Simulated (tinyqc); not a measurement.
Gated graphene: carriers, quantum capacitance and optical conductivity, step by step. Values are carried at full precision from step to step, so a last printed digit may differ when a step is redone from the rounded ones.

Cones E = +/- hv |k|, four flavours, D(E) = 2|E|/(pi hv^2). n = (2/pi)(kT/hv)^2 F_1(mu/kT), p = (2/pi)(kT/hv)^2 F_1(-mu/kT), in 1/angstrom^2 (1e16 for 1/cm^2); F_1(eta) = integral_0^infinity x dx/(1 + exp(x - eta)). Cq/e^2 = d(n - p)/d mu = (2 kT/(pi hv^2)) ln(2 + 2 cosh(mu/kT)).

Gate: V = mu/e + e (n - p)/Cox with Cox/e^2 = k/(4 pi e2 t), t in angstrom, e2 = e^2/(4 pi eps0); 1/(eV angstrom^2) in C/e^2 equals 1602.176634 microfarad/cm^2; total 1/C = 1/Cox + 1/Cq.

Constants: kB = 8.617333262e-05 eV/K; e^2/(4 pi eps0) = 14.39964547 eV angstrom; fine-structure constant alpha = 0.007297352564.

Values chosen for the exercise (Fermi velocity near that of graphene, gate dielectric near HfO2; the results hold for these values, not for the real material): hv = 6.68 eV angstrom (hbar vF); T = 300 K; k = 18.51 (dielectric constant of the gate layer); t = 3 nm (its thickness); V = -0.05 V (gate voltage from the neutrality point); E = 0.027 eV (photon energy); Gm = 2 meV (intraband damping).

## Chemical potential at the gate voltage

Solve the gate equation for mu.

Cox = 5.463 microfarad/cm^2
mu = -0.0426 eV
n = 1.75e+10 1/cm^2
p = 2.69e+11 1/cm^2

mu takes 85.3 % of the gate voltage; the zero-temperature rule |mu| = hv sqrt(pi |n - p|) gives 0.0594 eV.

## Quantum capacitance

1/(eV angstrom^2) in C/e^2 equals 1602.176634 microfarad/cm^2; 1/C = 1/Cox + 1/Cq.

Cq = 1.182 microfarad/cm^2
C = 0.9719 microfarad/cm^2
Cq at mu = 0 = 0.8192 microfarad/cm^2

C is 0.178 of Cox.

## Optical conductivity at one energy

Conductivity over sigma0 = e^2/(4 hbar): interband Re = sinh(E/2kT)/(cosh(mu/kT) + cosh(E/2kT)); intraband Re = (8 kT/pi) ln(2 cosh(mu/2kT)) Gm/(E^2 + Gm^2). A free sheet absorbs about pi alpha_f Re(sigma/sigma0), alpha_f the fine-structure constant (alpha among the constants).

Evaluate both parts and the absorption.

interband = 0.1424
intraband = 0.1797
absorption = 0.738 %

E is below 2|mu| = 0.0853 eV; at this temperature interband transitions are mostly Pauli blocked; the universal value is pi alpha_f = 2.293 %.

## Checks

- Cq/e^2 against the finite difference of n - p (1/(eV angstrom^2)): both 0.0007379.

Computed by tinyqc, a small Python program: `OMP_NUM_THREADS=1 python tinyqc.py 1651075 1651076 out.jsonl` (the numbers bound the seed that draws the inputs); one thread of a shared host (Intel(R) Xeon(R) Processor @ 2.30GHz), about 0.01 s for the whole set of steps.
